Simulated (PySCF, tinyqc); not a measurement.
MP2 on RHF in the 6-31g basis, for H3+, spin multiplicity 1, step by step. The lowest restricted solution is unstable here: a spin-polarised one lies 0.0044 hartree lower (PySCF). One step of it, computed by the program tinyqc.

Task: Second-order Moller-Plesset energy. E2 = sum_ijab (ia|jb) [2 (ia|jb) - (ib|ja)] / (e_i + e_j - e_a - e_b) over occupied i, j and virtual a, b; the opposite-spin part is (ia|jb)^2 / denominator, the rest is same-spin, and SCS-MP2 scales them by 6/5 and 1/3.

orbital energies (hartree): MO1 -0.874252, MO2 -0.389856, MO3 -0.084437, MO4 0.600747, MO5 0.692825, MO6 0.825713

Two-electron integrals over orbitals (pq|rs), unique and non-zero (hartree):
```
(11|11) 0.506448    (21|21) 0.118184    (22|11) 0.402389    (22|22) 0.419335
(31|11) 0.078787    (31|22) -0.020043   (31|31) 0.081277    (32|21) -0.099277
(32|32) 0.107055    (33|11) 0.402404    (33|22) 0.366777    (33|31) 0.026551
(33|33) 0.364337    (41|11) 0.056550    (41|22) 0.071435    (41|31) -0.015220
(41|33) 0.043415    (41|41) 0.045936    (42|21) 0.067984    (42|32) -0.053041
(42|42) 0.078041    (43|11) -0.057042   (43|22) -0.061829   (43|31) 0.006437
(43|33) -0.036412   (43|41) -0.030730   (43|43) 0.036371    (44|11) 0.393457
(44|22) 0.407200    (44|31) -0.017236   (44|33) 0.353071    (44|41) 0.079232
(44|43) -0.071427   (44|44) 0.419806    (51|21) -0.048609   (51|32) 0.039464
(51|42) -0.055887   (51|51) 0.040613    (52|11) -0.079248   (52|22) -0.097148
(52|31) 0.018735    (52|33) -0.056458   (52|41) -0.057595   (52|43) 0.049325
(52|44) -0.111253   (52|52) 0.079836    (53|21) 0.029012    (53|32) -0.015667
(53|42) 0.046893    (53|51) -0.032136   (53|53) 0.034567    (54|21) -0.151043
(54|32) 0.138887    (54|42) -0.104459   (54|51) 0.076318    (54|53) -0.045865
(54|54) 0.225462    (55|11) 0.380335    (55|22) 0.408059    (55|31) -0.028597
(55|33) 0.349165    (55|41) 0.082151    (55|43) -0.069987   (55|44) 0.420695
(55|52) -0.112971   (55|55) 0.424092    (61|11) -0.076642   (61|22) -0.001652
(61|31) -0.062434   (61|33) -0.047575   (61|41) -0.005240   (61|43) -0.012364
(61|44) 0.002487    (61|52) -0.007201   (61|55) 0.007343    (61|61) 0.090102
(62|21) 0.027264    (62|32) -0.016661   (62|42) 0.025900    (62|51) -0.017809
(62|53) 0.017547    (62|54) -0.037493   (62|62) 0.013691    (63|11) -0.116369
(63|22) -0.046277   (63|31) -0.055640   (63|33) -0.065566   (63|41) -0.025782
(63|43) 0.014540    (63|44) -0.048453   (63|52) 0.027565    (63|55) -0.042220
(63|61) 0.072210    (63|63) 0.080203    (64|11) -0.022671   (64|22) 0.024723
(64|31) -0.039623   (64|33) -0.000795   (64|41) 0.020653    (64|43) -0.008863
(64|44) 0.027940    (64|52) -0.024089   (64|55) 0.035343    (64|61) 0.024178
(64|63) 0.018939    (64|64) 0.028693    (65|21) -0.042212   (65|32) 0.043368
(65|42) -0.031197   (65|51) 0.023866    (65|53) -0.011033   (65|54) 0.066038
(65|62) -0.007829   (65|65) 0.022956    (66|11) 0.518722    (66|22) 0.354083
(66|31) 0.131953    (66|33) 0.406414    (66|41) 0.042054    (66|43) -0.032379
(66|44) 0.350448    (66|52) -0.048801   (66|55) 0.331694    (66|61) -0.152201
(66|63) -0.166897   (66|64) -0.055426   (66|66) 0.634687
```

Hartree-Fock energy = -1.15524817 hartree

Give: Terms; Pair energies; MP2 correlation energy; SCS-MP2 correlation energy; MP2 total energy.

Result:

Terms:
```
i  j  a  b  (ia|jb)  (ib|ja)  denominator       term
1  1  2  2   0.1182   0.1182      -0.9688    -0.0144
1  1  3  3   0.0813   0.0813      -1.5796    -0.0042
1  1  6  6   0.0901   0.0901      -3.3999    -0.0024
1  1  6  3  -0.0624  -0.0624      -2.4898    -0.0016
1  1  3  6  -0.0624  -0.0624      -2.4898    -0.0016
1  1  5  2  -0.0486  -0.0486      -2.0515    -0.0012
1  1  2  5  -0.0486  -0.0486      -2.0515    -0.0012
1  1  4  4   0.0459   0.0459      -2.9500    -0.0007
1  1  5  5   0.0406   0.0406      -3.1342    -0.0005
1  1  4  3  -0.0152  -0.0152      -2.2648  -1.02e-04
1  1  3  4  -0.0152  -0.0152      -2.2648  -1.02e-04
1  1  6  4  -0.0052  -0.0052      -3.1750  -8.65e-06
1  1  4  6  -0.0052  -0.0052      -3.1750  -8.65e-06
```

Pair energies (hartree; pair i-j sums ij and ji):
```
pair  opposite spin  same spin
1-1         -0.0279          0
```

MP2 correlation energy = -0.027885 hartree

SCS-MP2 correlation energy = -0.033462 hartree

MP2 total energy = -1.183134 hartree
